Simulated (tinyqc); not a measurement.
# Carrier lifetime of a p-type layer with SRH, radiative, Auger and surface recombination, step by step

Numbers from tinyqc (`OMP_NUM_THREADS=1 python tinyqc.py 2300102 2300103 out.jsonl`; about 0.01 s on one thread of a shared Intel Xeon 2.30GHz). Printed values are rounded.

Uniform excess density dn = dp (no trapping), n = n0 + dn, p = p0 + dn, Boltzmann statistics, full ionisation. Surfaces enter as a rate 2 S dn/d, which holds while diffusion to them is fast.

Values chosen for this exercise; band and dielectric values those of a made-up semiconductor: temperature T = 400 K; band gap Eg = 0.946 eV; conduction-band density of states at T Nc = 3.62e19 cm^-3; valence-band density of states at T Nv = 3.22e19 cm^-3; radiative coefficient B = 4.4e-15 cm^3/s; acceptor density N = 6.6e15 cm^-3; Auger coefficient (two electrons) Cn = 5.2e-31 cm^6/s; Auger coefficient (two holes) Cp = 1.4e-31 cm^6/s; trap density Nt = 4.5e12 cm^-3; capture cross-section for electrons sn = 2e-14 cm^2; capture cross-section for holes sp = 1e-16 cm^2; thermal velocity (both carriers) vth = 1.8e7 cm/s; trap level below the conduction band Et = 0.62 eV; surface recombination velocity (both faces) S = 0 cm/s; sample thickness d = 1 um; generation rate G = 4.7e19 cm^-3 s^-1.

Constants: q = 1.602176634e-19 C, kB = 1.380649e-23 J/K, Vt = kB T/q. Results are converted to the units shown.

## Equilibrium densities and SRH constants

ni = sqrt(Nc Nv) exp(-Eg/(2 Vt)), Eg in volts; majority density N/2 + sqrt(N^2/4 + ni^2), n0 p0 = ni^2; n1 = Nc exp(-Et/Vt), p1 = Nv exp((Et - Eg)/Vt); tn0 = 1/(sn vth Nt), tp0 = 1/(sp vth Nt).

ni = 3.747525e13 cm^-3
n0 = 2.127801e11 cm^-3
p0 = 6.600213e15 cm^-3
n1 = 5.585376e11 cm^-3
p1 = 2.514413e15 cm^-3
tn0 = 6.172840e-7 s
tp0 = 1.234568e-4 s

## Starting value

dn = 1e15 cm^-3.

dn at the start = 1e15 cm^-3

## Iteration 1: new dn

With e = n p - ni^2 = dn (n0 + p0 + dn): U_SRH = e/(tp0 (n + n1) + tn0 (p + p1)), U_rad = B e, U_Aug = (Cn n + Cp p) e, U_s = 2 S dn/d. Newton step on ln U(ln dn) = ln G, U the sum: k = d ln U/d ln dn (central difference over factors 1.0001), dn(new) = dn (G/U)^(1/k).

U_SRH = 5.855688e19 cm^-3 s^-1
U_rad = 3.344187e16 cm^-3 s^-1
U_Aug = 1.204014e16 cm^-3 s^-1
U_s = 0 cm^-3 s^-1
k = 0.1764802
dn after iteration 1 = 2.864608e14 cm^-3

## Iteration 2: new dn

As before.

U_SRH = 4.780991e19 cm^-3 s^-1
U_rad = 8.680422e15 cm^-3 s^-1
U_Aug = 2.196156e15 cm^-3 s^-1
U_s = 0 cm^-3 s^-1
k = 0.1804560
dn after iteration 2 = 2.602553e14 cm^-3

## Iteration 3: new dn

As before.

U_SRH = 4.697218e19 cm^-3 s^-1
U_rad = 7.856324e15 cm^-3 s^-1
U_Aug = 1.956776e15 cm^-3 s^-1
U_s = 0 cm^-3 s^-1
k = 0.1886357
dn after iteration 3 = 2.607846e14 cm^-3

## Course of the iteration

Stop when the step is below 1e-10 of the value, or after 40 iterations.

Course of the iteration:
```
iteration  dn before the step (cm^-3)  step (cm^-3)
1                                1e15      -7.14e14
2                         2.864608e14      -2.62e13
3                         2.602553e14       5.29e11
4                         2.607846e14        2.60e8
5                         2.607849e14         < 1e2
```

Converged in 5 iterations.

## Lifetime, shares and quasi-Fermi splitting

converged dn = 2.607849e14 cm^-3

With e = n p - ni^2 = dn (n0 + p0 + dn): U_SRH = e/(tp0 (n + n1) + tn0 (p + p1)), U_rad = B e, U_Aug = (Cn n + Cp p) e, U_s = 2 S dn/d. tau = dn/U, shares of U, splitting Vt ln(n p/ni^2), radiative efficiency U_rad/U.

tau = 5.548615e-6 s
shares (%): SRH 99.97908, radiative 0.01675, Auger 0.00417, surface 0.00000
quasi-Fermi splitting = 0.2464819 V

SRH recombination takes the largest share. dn is 0.040 times the doping: low injection.
